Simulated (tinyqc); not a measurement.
Bulk transistor, scale length and short-channel effects: two steps of the calculation.

A gate, an insulator of thickness ti and a depleted layer of depth ts on a conducting body. Below threshold the potential that source and drain add obeys Laplace's equation and vanishes on the gate and at the bottom of the depleted layer. Its lowest mode decays along the channel as exp(-k y); k is the smallest positive root of the matching condition at the interface, and the scale length is Lambda = pi/k.

Parameters, values chosen for the exercise; permittivities: semiconductor close to that of gallium nitride, insulator close to that of zirconium oxide:
- T = 273 K (temperature)
- eps_r = 9.58 (relative permittivity of the semiconductor)
- ei = 25.2 (relative permittivity of the insulator)
- ti = 5.4 nm (insulator thickness)
- ts = 21 nm (depletion depth)
- L = 69 nm (channel length)
- Vbi = 0.85 V (potential of the source)
- sT = 0.56 V (potential of the barrier top at threshold)
- VTL = 0.46 V (long-channel threshold)
- m = 1.1 (long-channel body factor)
- Vds = 0.7 V (drain voltage)

Constants: q = 1.602176634e-19 C, kB = 1.380649e-23 J/K, Vt = kB T/q. Results are converted to the units shown.

Task 1. Scan of the matching condition. f(k) = eps_r sin(k ti) cos(k ts) + ei cos(k ti) sin(k ts).

```
point,k (1/nm)
0,0.025
1,0.05
2,0.075
3,0.1
4,0.125
5,0.15
6,0.175
7,0.2
```

Wanted: f(k).

Result 1.

```
point,f(k)
0,13.631
1,22.339
2,23.145
3,16.171
4,4.512
5,-7.085
6,-14.191
7,-14.494
```

The first change of sign lies between k = 0.125 and 0.15 1/nm.

Task 2. Threshold shift, barrier position and swing. Along the channel psi(y) = s + a exp(y/l) + b exp(-y/l) with psi(0) = Vbi, psi(L) = Vbi + Vds and l = 1/k = Lambda/pi; with A = Vbi - s, B = A + Vds, x = exp(-L/l): a = (B - A x) x/(1 - x^2), b = (A - B x)/(1 - x^2). The minimum is s + 2 sqrt(a b), at y = (l/2) ln(b/a). The long-channel potential follows the gate as s = sT + (Vg - VTL)/m, and the threshold VT is the gate voltage at which the minimum equals sT. Swing = m Vt ln 10/g at threshold, g = d(minimum)/ds = 1 - (b x + a)/((1 + x) sqrt(a b)).

l = 7.4544972 nm

Find: s at threshold; a; b; position of the minimum; VT; swing.

Result 2.

s at threshold = 0.54928 V
a = 9.5588e-5 V
b = 0.30063 V
position of the minimum = 30.018 nm
VT = 0.44821 V
swing = 61.000 mV/decade

The threshold lies 11.8 mV below the long-channel value, and the barrier top sits at 0.44 L from the source.

Computed by the program tinyqc: `OMP_NUM_THREADS=1 python tinyqc.py 2420098 2420099 out.jsonl`, one thread of a shared Intel Xeon 2.30GHz, about 0.01 s for the whole run.
